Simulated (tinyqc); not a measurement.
# Worked calculation: a double barrier with mass mismatch, transfer matrices

Program tinyqc, `OMP_NUM_THREADS=1 python tinyqc.py 2560104 2560105 out.jsonl`; Intel Xeon 2.30GHz, shared host, one thread, about 0.09 s. Printed values are rounded.

One electron of energy E comes from the left lead (band edge 0); no transverse momentum. Parabolic bands, masses in units of m0, C = hbar^2/(2 m0); psi and psi'/m are continuous at every interface. Barrier d1, well Lw, barrier d2; the right lead equals the left one.

Inputs (values chosen for the exercise); masses and offsets close to those of InGaAs wells and InAlAs barriers:
```
symbol  value  unit                       meaning
mL      0.041    m0         mass in the left lead
U1       0.52    eV                barrier height
m1      0.075    m0                  barrier mass
d1        2.6    nm    width of the first barrier
Lw        6.3    nm  well width (edge 0, mass mL)
d2        1.5    nm   width of the second barrier
E        0.13    eV               electron energy
```

Constants: q = 1.602176634e-19 C, hbar = 1.054571817e-34 J s, m0 = 9.1093837015e-31 kg, hbar^2/(2 m0) = 0.0380998212 eV nm^2. Results are converted to the units shown.

Range of the model: Masses are held fixed, although real bands cease to be parabolic a few tenths of an eV from their edges (inside a barrier too).

## Wave numbers

k = sqrt(m (E - U)/C) where E > U, K = sqrt(m (U - E)/C) where E < U; v = k/m in the leads.

Layers:

|  | U (eV) | m (m0) | d (nm) | k or K (1/nm) | which |
|---|---|---|---|---|---|
| 1 | 0.52 | 0.075 | 2.6 | 0.876196 | K |
| 2 | 0 | 0.041 | 6.3 | 0.374026 | k |
| 3 | 0.52 | 0.075 | 1.5 | 0.876196 | K |

vL = 9.12259 1/nm
vR = 9.12259 1/nm

## Matrices of the layers

For the pair (psi, psi'/m) a flat layer has M = [[cos kd, (m/k) sin kd], [-(k/m) sin kd, cos kd]] with k = sqrt(m (E - U)/C) above its edge U, and M = [[cosh Kd, (m/K) sinh Kd], [(K/m) sinh Kd, cosh Kd]] with K = sqrt(m (U - E)/C) below it. M12 is in nm, M21 in 1/nm.

M of layer 1:

|  | 1 | 2 |
|---|---|---|
| 1 | 4.93035 | 0.413253 |
| 2 | 56.4022 | 4.93035 |

M of layer 2:

|  | 1 | 2 |
|---|---|---|
| 1 | -0.707228 | 0.0774983 |
| 2 | -6.44954 | -0.707228 |

M of layer 3:

|  | 1 | 2 |
|---|---|---|
| 1 | 1.99539 | 0.147803 |
| 2 | 20.1727 | 1.99539 |

## Product of the matrices

The matrix of the later layer stands to the left: M = M_n ... M_2 M_1; det M = 1.

M:

|  | 1 | 2 |
|---|---|---|
| 1 | -8.83137 | -0.730065 |
| 2 | -125.209 | -10.4639 |

## Transmission and reflection

The matrix M carries (psi, psi'/m) across the stack, and v = k/m in each lead. psi = 1 + r at the left edge (incident amplitude 1) and t at the right edge. With det M = 1, a = i vR M11 - M21 and b = -vL vR M12 - i vL M22: t = 2 i vL/(a - b), r = -(a + b)/(a - b), T(E) = (vR/vL) |t|^2, R(E) = |r|^2.

t = -0.0913987+0.0334660i
r = -0.266500-0.958908i
T(E) = 0.00947370
R(E) = 0.990526

T(E) + R(E) = 1: the current is conserved.
